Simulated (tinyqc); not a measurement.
Read current of a NAND string, cells in series solved by shooting: one step of the calculation.

Cells in series, numbered from 0 at the source line (0 V) to the bit line, each followed by a gap resistance Rg. A cell with gate Vg, threshold VT, source Vs and drain Vd passes I = 2 nf K Vt^2 [F(Vs) - F(Vd)]/(1 + th max(Vg - VT, 0)), F(V) = ln^2(1 + exp((Vg - VT - nf V)/(2 nf Vt))). The selected cell has Vg = Vr, the others Vg = Vp.

Task. Node voltages for a trial current. For a trial current I start at 0 V and, cell by cell (the selected one is cell 1), solve for the drain: sqrt(F(Vd)) = sqrt(F(Vs) - I/k), k = 2 nf K Vt^2/(1 + th max(Vg - VT, 0)), Vd = [Vg - VT - 2 nf Vt ln(exp(sqrt F) - 1)]/nf, then add I Rg.

Values chosen for this exercise; values of the order met in vertical NAND strings:

| symbol | value | unit | meaning |
|---|---|---|---|
| T | 300 | K | temperature |
| K | 6.6 | uA/V^2 | gain factor of a cell |
| nf | 1.6 |  | slope factor |
| th | 0.06 | 1/V | mobility reduction factor |
| Rg | 7.1 | kohm | resistance of the gap between cells |
| Vbl | 0.3 | V | bit-line voltage |
| Vp | 6.2 | V | pass voltage |
| Vr | 3.91 | V | read voltage on the selected word line |

Constants: q = 1.602176634e-19 C, kB = 1.380649e-23 J/K, Vt = kB T/q. Results are converted to the units shown.

first trial current = 0.45 uA
thresholds from the source end, cell 0 to 4 (V): 4.2  2.7  -1.5  4.2  4.2

Give: node voltage after each cell and gap, trial 1.

Result.

node voltage after each cell and gap, trial 1, cell 0 to 4 (V): 0.04198  0.1123  0.1288  0.1754  0.2240

Program tinyqc, `OMP_NUM_THREADS=1 python tinyqc.py 2142088 2142089 out.jsonl`; Intel Xeon 2.30GHz, shared host, one thread, about 0.6 s.
